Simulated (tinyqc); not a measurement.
# Tail temperature from the power law

Question. When tail states hold most of the charge, the linear current goes as I = A (Vg - VT)^g with g = 2 Tt/T - 1. Find g, Tt and the tail width kB Tt.

Values chosen for this exercise:
- T = 250 K (temperature)

Constants: q = 1.602176634e-19 C, kB = 1.380649e-23 J/K, Vt = kB T/q. Results are converted to the units shown.

I at Vg - VT = 11 and 16 V (nA): 1272.6024  3579.4811

Solution. g is the slope of ln I against ln(Vg - VT).

g = 2.76
Tt = 470 K
kB Tt = 40.5 meV

tinyqc, about 0.02 s, one thread, Intel Xeon 2.30GHz (shared host): `OMP_NUM_THREADS=1 python tinyqc.py 2610020 2610021 out.jsonl`
